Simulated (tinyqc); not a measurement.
# Changing the shift s of the chemical potential

Model: self-consistent Fermi level with native defects, at growth and after a quench. Computed by tinyqc, a small Python program. Command: `OMP_NUM_THREADS=1 python tinyqc.py 3007583 3007584 out.jsonl scfermi sweep`. One thread of a shared host (Intel(R) Xeon(R) Processor @ 2.30GHz), about 0.07 s of CPU time with the checks.

Energies are counted from the top of the valence band (VBM); when the gap shrinks with temperature the conduction band moves and the levels stay. The added dopant is taken as fully ionised. D and A draw on one reservoir with opposite signs, as the two vacancies of a compound do.

Inputs (values chosen for the exercise, with bands modelled on 4H-SiC):
```
quantity                                value   unit
gap E_g at 300 K                         3.26     eV
slope -dE_g/dT above 300 K             0.0003   eV/K
electron mass m_e                       0.387    m_0
valleys M_c                                 3      -
hole mass m_h                            1.99    m_0
E_f of the neutral native donor D       2.088     eV
E_f of the neutral native acceptor A    6.903     eV
site density N_s                      1.7e+22  cm^-3
dopant density N_X                    4.7e+16  cm^-3
growth temperature T_g                   1480      K
temperature of use T                      300      K
```

Added shallow dopant: acceptor.

levels of D above the VBM, most positive state first (eV): 1.22  1.54

levels of A above the VBM, (0/-1) first (eV): 0.241  0.492  0.997

Constants: m_0 = 9.1093837015e-31 kg; k_B = 1.380649e-23 J/K; h = 6.62607015e-34 J s; k_B = 8.617333262e-05 eV/K.

Method:
- E_f(D, 0) = input + s and E_f(A, 0) = input - s; E_f(q, E_F = 0) follows from the levels, eps(q/q-1) = E_f(q - 1) - E_f(q) at E_F = 0.
- E_g(T) = E_g - slope x max(0, T - 300 K).
- N_c = 2 M_c (2 pi m_e k_B T/h^2)^(3/2) and N_v = 2 (2 pi m_h k_B T/h^2)^(3/2), masses in units of m_0.
- At growth T = T_g.
- n = N_c F_1/2((E_F - E_g)/k_B T), p = N_v F_1/2(-E_F/k_B T).
- F_1/2(eta) = (2/sqrt(pi)) int_0^infinity sqrt(x)/(1 + exp(x - eta)) dx, by the trapezoid rule in t = sqrt(x) with step 0.02 up to t = 12 (for eta < -12 by exp(eta) - exp(2 eta)/2^(3/2)).
- In equilibrium c_q = N_s exp(-(E_f(q, 0) + q E_F)/k_B T).
- Net charge = p - n + sum q c_q - N_X; the log ratio is ln(positive charge/negative charge).
- E_F is the root of the log ratio, by 50 bisections between -0.5 eV and E_g + 0.5 eV.
- After a quench the totals of D and A stay as grown, and each is shared among its charge states with weights exp(-(E_f(q, 0) + q E_F)/k_B T).

One run for each value; columns: (1) shift s of the chemical potential (eV); (2) E_F at growth (eV); (3) total D (cm^-3); (4) total A (cm^-3); (5) E_F after the quench (eV); (6) n after the quench (cm^-3); (7) p after the quench (cm^-3):
```
(1)      (2)        (3)        (4)    (5)        (6)        (7)
-0.60  1.666  2.014e+17  6.550e+07  1.571  7.586e-10  2.888e-07
-0.45  1.550  8.956e+16  1.387e+07  1.537  2.091e-10  1.047e-06
-0.30  1.444  4.847e+16  3.736e+06  1.451  7.270e-12  3.013e-05
-0.15  1.358  2.805e+16  1.673e+06  1.201  4.671e-16  4.689e-01
0.00   1.298  1.488e+16  1.357e+06  0.215  1.271e-32  1.724e+16
0.15   1.262  6.563e+15  1.958e+06  0.198  6.465e-33  3.387e+16
0.30   1.246  2.411e+15  4.373e+06  0.192  5.192e-33  4.218e+16
0.45   1.240  7.952e+14  1.234e+07  0.190  4.823e-33  4.541e+16
0.60   1.238  2.508e+14  3.820e+07  0.189  4.710e-33  4.650e+16
```

Over the rows, E_F at growth (eV) falls from 1.67 to 1.24; total D (cm^-3) falls from 2.01e17 to 2.51e14; total A (cm^-3) goes from 6.55e7 through a minimum among these rows, 1.36e6 at 0, to 3.82e7. Raising s makes D costlier and A cheaper.

Caution (all rows): in a wide-gap host the dopant, above all an acceptor, may be only partly ionised at the temperature of use; the carrier density is then overstated.

Extremes, crossings and ranges named in words are read from the listed rows.
